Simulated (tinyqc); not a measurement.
# Worked calculation: p-n diode, drift-diffusion by the Gummel loop with Scharfetter-Gummel fluxes

Numbers from tinyqc (`OMP_NUM_THREADS=1 python tinyqc.py 2240073 2240074 out.jsonl`; about 0.1 s on one thread of a shared Intel Xeon 2.30GHz). Printed values are rounded.

Abrupt junction at x = 0, p side from -Lp, n side to Ln, ohmic contacts. psi is counted from the intrinsic level; n = ni exp((psi - phin)/Vt), p = ni exp((phip - psi)/Vt). Contacts: p side psi = V - Vt ln(Na/ni), p = Na, n = ni^2/Na; n side psi = Vt ln(Nd/ni), n = Nd, p = ni^2/Nd. Constant mobilities, D = mu Vt, Boltzmann statistics, SRH recombination through a mid-gap level, U = (n p - ni^2)/(tp (n + ni) + tn (p + ni)). Current is positive from the p contact to the n contact.

Inputs (values chosen for the exercise); band and dielectric values those of a made-up semiconductor: temperature T = 275 K; band gap Eg = 1.6 eV; relative permittivity eps_r = 15.2; conduction-band density of states at T Nc = 4.63e17 cm^-3; valence-band density of states at T Nv = 6.6e18 cm^-3; acceptor density of the p side Na = 9e15 cm^-3; donor density of the n side Nd = 1.2e17 cm^-3; electron mobility mun = 7200 cm^2/(V s); hole mobility mup = 250 cm^2/(V s); SRH lifetime of electrons tn = 4e-7 s; SRH lifetime of holes tp = 2e-7 s; uniform generation rate G = 0 cm^-3 s^-1; bias of the p contact V = 0.54 V.

Constants: q = 1.602176634e-19 C, kB = 1.380649e-23 J/K, Vt = kB T/q, eps0 = 8.8541878128e-14 F/cm where lengths are in cm. Results are converted to the units shown.

## Intrinsic density and built-in voltage

ni = sqrt(Nc Nv) exp(-Eg/(2 Vt)), Eg in volts; Vbi = Vt ln(Na Nd/ni^2).

ni = 3814.078 cm^-3
Vbi = 1.411655 V

## Round 1: Poisson equation

```
node	x (nm)	phin at the start (V)	phip at the start (V)
0	-1400	0.54	0.54
1	-844	0	0.54
2	-498	0	0.54
3	-284	0	0.54
4	-150	0	0.54
5	-67.5	0	0.54
6	-16	0	0.54
7	16	0	0.54
8	77.5	0	0.54
9	196	0	0.54
10	423	0	0.54
11	860	0	0.54
12	1700	0	0
```

With phin and phip held, solve a_i (psi_(i+1) - psi_i) - a_(i-1) (psi_i - psi_(i-1)) + q w_i (p_i - n_i + C_i) = 0 for the inner nodes by Newton steps to convergence; a_i = eps0 eps_r/h_i, h_i = x_(i+1) - x_i, w_i = (h_(i-1) + h_i)/2, C = -Na or +Nd.

```
node	psi (V)	n after Poisson (cm^-3)	p after Poisson (cm^-3)
0	-0.1351358	1.616354e-9	9e15
1	-0.1351131	12.74221	8.991376e15
2	-0.1334969	13.64155	8.398603e15
3	-0.0895979	86.97150	1.317328e15
4	0.1511380	2.244992e6	5.103357e10
5	0.3950364	6.622326e10	1.730056e6
6	0.5842578	1.944332e14	589.2511
7	0.7164557	5.146251e16	2.226280
8	0.7359371	1.170889e17	0.9784869
9	0.7365144	1.199764e17	0.9549375
10	0.7365191	1.199999e17	0.9547502
11	0.7365191	1.200000e17	0.9547498
12	0.7365191	1.2e17	1.212266e-10
```

## Round 1: electron continuity

With psi and p held, F_i = (mun Vt/h_i) [n_(i+1) B(d_i) - n_i B(-d_i)], d_i = (psi_(i+1) - psi_i)/Vt, B(d) = d/(exp(d) - 1); solve F_i - F_(i-1) = w_i [(n_i p_i - ni^2)/den_i - G] for the new n, with den = tp (n + ni) + tn (p + ni) taken at the old n and p, h_i = x_(i+1) - x_i, w_i = (h_(i-1) + h_i)/2; phin = psi - Vt ln(n/ni).

```
node	new n (cm^-3)	phin after round 1 (V)
0	1.616354e-9	0.5400000
1	7.205771	0.0135086
2	12.35292	0.0023515
3	86.80057	0.0000466
4	2.244992e6	0.0000000
5	6.622326e10	0.0000000
6	1.944332e14	0.0000000
7	5.146251e16	0.0000000
8	1.170889e17	0.0000000
9	1.199764e17	0.0000000
10	1.199999e17	0.0000000
11	1.200000e17	0.0000000
12	1.2e17	0.0000000
```

## Round 1: hole continuity

With psi and the new n held, F_i = (mup Vt/h_i) [p_(i+1) B(-d_i) - p_i B(d_i)], d_i = (psi_(i+1) - psi_i)/Vt, B(d) = d/(exp(d) - 1); solve F_i - F_(i-1) = w_i [(n_i p_i - ni^2)/den_i - G] for the new p, with den = tp (n + ni) + tn (p + ni) taken at the new n and the old p, h_i = x_(i+1) - x_i, w_i = (h_(i-1) + h_i)/2; phip = psi + Vt ln(p/ni).

```
node	new p (cm^-3)	phip after round 1 (V)
0	9e15	0.5400000
1	8.991376e15	0.5400000
2	8.398603e15	0.5400000
3	1.317328e15	0.5400000
4	5.103357e10	0.5400000
5	1.730049e6	0.5399999
6	589.2433	0.5399997
7	2.222941	0.5399644
8	0.9527692	0.5393688
9	0.8622178	0.5375796
10	0.7312269	0.5336792
11	0.4802509	0.5237164
12	1.212266e-10	0.0000000
```

## Course of the Gummel loop

Stop when phin and phip change by less than 1e-8 V, or after 80 rounds. J = Jn at the p contact + Jp at the n contact + q sum w_i U_i - q G sum w_i over the inner nodes, which avoids differences of large majority fluxes: Jn = (q mun Vt/h_0)[n_1 B(d_0) - n_0 B(-d_0)], Jp = (q mup Vt/h_last)[p_(N-1) B(d_last) - p_N B(-d_last)], d_i = (psi_(i+1) - psi_i)/Vt, B(d) = d/(exp(d) - 1), w_i = (h_(i-1) + h_i)/2.

Course of the iteration:
```
round	J (A/cm^2)	largest change of phin, phip (V)
1	2.256852e-11	0.0163
2	2.256852e-11	< 1e-14
```

Converged in 2 rounds.

## Recombination and current

```
node	converged psi (V)	converged n (cm^-3)	converged p (cm^-3)
0	-0.1351358	1.616354e-9	9e15
1	-0.1351131	7.205771	8.991376e15
2	-0.1334969	12.35292	8.398603e15
3	-0.0895979	86.80057	1.317328e15
4	0.1511380	2.244992e6	5.103357e10
5	0.3950364	6.622326e10	1.730049e6
6	0.5842578	1.944332e14	589.2433
7	0.7164557	5.146251e16	2.222941
8	0.7359371	1.170889e17	0.9527692
9	0.7365144	1.199764e17	0.8622178
10	0.7365191	1.199999e17	0.7312269
11	0.7365191	1.200000e17	0.4802509
12	0.7365191	1.2e17	1.212266e-10
```

U_i as defined. J = Jn at the p contact + Jp at the n contact + q sum w_i U_i - q G sum w_i over the inner nodes, which avoids differences of large majority fluxes: Jn = (q mun Vt/h_0)[n_1 B(d_0) - n_0 B(-d_0)], Jp = (q mup Vt/h_last)[p_(N-1) B(d_last) - p_N B(-d_last)], d_i = (psi_(i+1) - psi_i)/Vt, B(d) = d/(exp(d) - 1), w_i = (h_(i-1) + h_i)/2.

U, node 0 to 12 (cm^-3 s^-1): 0  1.801443e7  3.088229e7  2.170014e8  5.612356e12  8.649789e12  2.946217e9  1.111470e7  4.763846e6  4.311089e6  3.656134e6  2.401254e6  0
Jn at the p contact = 3.541163e-12 A/cm^2
Jp at the n contact = 5.426813e-15 A/cm^2
recombination = 1.902193e-11 A/cm^2
generation = 0 A/cm^2
J = 2.256852e-11 A/cm^2

A 500-node mesh gives J = 2.513e-10 A/cm^2; this mesh differs from it by -2.3e-10 A/cm^2 (-91 %).
